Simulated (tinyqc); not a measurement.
Chip with leakage that grows with temperature, electro-thermal loop and runaway: effect of the leakage power at 300 K.

One temperature T for the device, T = T0 + Rth P(T), with P(T) = Pd + Pl (T/300 K)^2 exp[(q Ea/kB)(1/(300 K) - 1/T)]. The loop gain is Rth dP/dT; a solution is thermally stable when it is below one.

P'(T) = (P - Pd)(2/T + q Ea/(kB T^2)), G = Rth P'. T is the lowest solution and Tu the next, unstable one.

Values chosen for this exercise:
- T0 = 300 K (ambient temperature)
- Pd = 7.3 W (temperature-independent switching power)
- Ea = 0.41 eV (activation energy of the leakage)
- Rth = 4.5 K/W (thermal resistance)

Constants: q = 1.602176634e-19 C, kB = 1.380649e-23 J/K. Results are converted to the units shown.

Result of one run:
```
T (K)    P (W)         G  Tu (K)
333.88  7.5291  0.050183  474.32
```

Which leakage power at 300 K Pl gave this result: 0.025, 0.037, 0.081, 0.18 or 0.27 W?

Pl = 0.037 W.

The whole series:
```
Pl (W)   T (K)   P (W)         G  Tu (K)
0.017   333.31  7.4024  0.022497  519.53
0.025   333.54  7.4522  0.033406  496.40
0.037   333.88  7.5291  0.050183  474.32
0.054   334.39  7.6428  0.074869  454.18
0.081   335.26  7.8364   0.11657  433.53
0.12    336.68  8.1506   0.18340  414.06
0.18    339.38  8.7507   0.30814  393.75
0.27    346.41  10.314   0.61602  370.02
```

As Pl goes from 0.017 to 0.27 W, T rises from 333.3 to 346.4 K, the power rises from 7.40 to 10.3 W and the loop gain rises from 0.0225 to 0.616. The gap between the stable and unstable solutions goes from 186 to 23.6 K. At Pl = 0.4 W no solution is left within 900 K of T0: thermal runaway.

Program tinyqc, `OMP_NUM_THREADS=1 python tinyqc.py 2520017 2520018 out.jsonl`; Intel Xeon 2.30GHz, shared host, one thread, about 0.01 s.
